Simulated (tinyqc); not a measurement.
What each parameter does: five-level k.p model folded onto the conduction band.

Second-order sums for the lowest conduction level at E: 1/m = 1 + Cm + (Ep/3)(2/E + 1/(E + Dso)) - (Ep2/3)(2/(E7 + D2 - E) + 1/(E7 - E)); g/2 = 1 + Cg - (Ep/3)(1/E - 1/(E + Dso)) - (Ep2/3)(1/(E7 - E) - 1/(E7 + D2 - E)). E is counted from the top of the valence band; E = Eg at the edge.

Parameters, chosen for this exercise (near those of CdTe; not measured data):
```
symbol  value  unit  meaning
Eg      1.514  eV    gap at Gamma to the s-like level
Dso     0.871  eV    spin-orbit splitting
Ep      18.9   eV    Kane energy
E7      5.35   eV    upper Gamma7 conduction level, from the valence top
D2      0.32   eV    its spin-orbit splitting, Gamma8 above Gamma7
Ep2     3.5    eV    Kane energy to the upper levels
Cm      -0.9         remote term in 1/m
Cg      0            remote term in g/2
```

Mass and g at E = Eg.

One parameter was then changed.

Results before and after:
```
case,m (m0),g
base,0.09806,-1.0861
changed,0.10987,-0.7822
```

Which of these changes was made? (a) Dso = 0.958 eV; (b) E7 = 5.885 eV; (c) D2 = 0.288 eV; (d) Ep2 = 3.15 eV; (e) Eg = 1.665 eV; (f) Ep = 17.01 eV.

Answer: (f) Ep = 17.01 eV. Of the candidates, run in turn, only this one gives the changed row.

All candidates:
```
case,m (m0),g
base,0.09806,-1.0861
Eg = 1.665 eV,0.10808,-0.6497
Dso = 0.958 eV,0.09896,-1.2721
Ep = 17.01 eV,0.10987,-0.7822
E7 = 5.885 eV,0.09709,-1.0757
D2 = 0.288 eV,0.09810,-1.0818
Ep2 = 3.15 eV,0.09723,-1.0815
```

Computed by tinyqc, a small Python program: `OMP_NUM_THREADS=1 python tinyqc.py 1080804 1080805 out.jsonl` (the numbers bound the seed that draws the inputs); one thread of a shared host (Intel(R) Xeon(R) Processor @ 2.30GHz), about 0.01 s for the whole set of steps.
